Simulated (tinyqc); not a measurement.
Changing the substrate thickness t_S: elastic strain and critical thickness of a cubic alloy layer A(1-x)B(x) on a thick substrate. Computed by tinyqc, a small Python program. Command: `OMP_NUM_THREADS=1 python tinyqc.py 3015354 3015355 out.jsonl misfit sweep`. One thread of a shared host (Intel(R) Xeon(R) Processor @ 2.30GHz), about 0.01 s of CPU time with the checks.

Strain is positive in tension. The layer is coherent with the substrate unless said otherwise.

Inputs (values chosen for the exercise, modelled on Si(1-x)Ge(x) on Si):
```
quantity,value,unit
fraction x of B,0.19,-
lattice constant a_A,5.431,angstrom
lattice constant a_B,5.658,angstrom
substrate lattice constant a_S,5.431,angstrom
layer thickness h,6.6,nm
biaxial modulus of the substrate M_S,175,GPa
wafer diameter W,100,mm
```

Growth plane: (111).

C11, C12, C44 of A (GPa): [167.3, 63.94, 80.15]

C11, C12, C44 of B (GPa): [129.6, 48.84, 67.66]

Method:
- a = (1 - x) a_A + x a_B, the same rule for each C_ij; misfit f = (a_S - a)/a, the in-plane strain of the coherent layer.
- (111): D = 2 (C11 + 2 C12 - 2 C44)/(C11 + 2 C12 + 4 C44), M = 6 C44 (C11 + 2 C12)/(C11 + 2 C12 + 4 C44). The free surface carries no normal stress, so e_perp = -D f; dV/V = 2 f + e_perp; stress = M f; energy per area = M f^2 h (1 GPa nm = 1 J/m^2).
- Stoney: curvature = 6 |stress| h/(M_S t_S^2); radius = 1/curvature; bow = curvature W^2/8.

One run for each value:
```
substrate thickness t_S (micrometre),curvature (1/m),radius of curvature (m),bow (micrometre)
100,0.03958,25,49.47
150,0.01759,57,21.99
220,0.00818,122,10.22
320,0.00387,259,4.83
460,0.00187,535,2.34
680,0.00086,1168,1.07
1000,0.00040,2527,0.49
```

What does the table show, and why?

Over the rows, curvature (1/m) falls from 0.0396 to 3.96e-4 (exponent d ln y / d ln x about -2.0 throughout); radius of curvature (m) rises from 25.3 to 2530 (exponent d ln y / d ln x about 2.0 throughout); bow (micrometre) falls from 49.5 to 0.495 (exponent d ln y / d ln x about -2.0 throughout). The exponent of curvature stays at -2: the bending stiffness grows as t^3 and the lever arm as t.

Caution (all rows): M_S is near the value for a (001) wafer; a (111) wafer is stiffer and bends less. Caution (rows 100): a bow above a fifth of the wafer thickness is beyond Stoney's small-deflection limit.
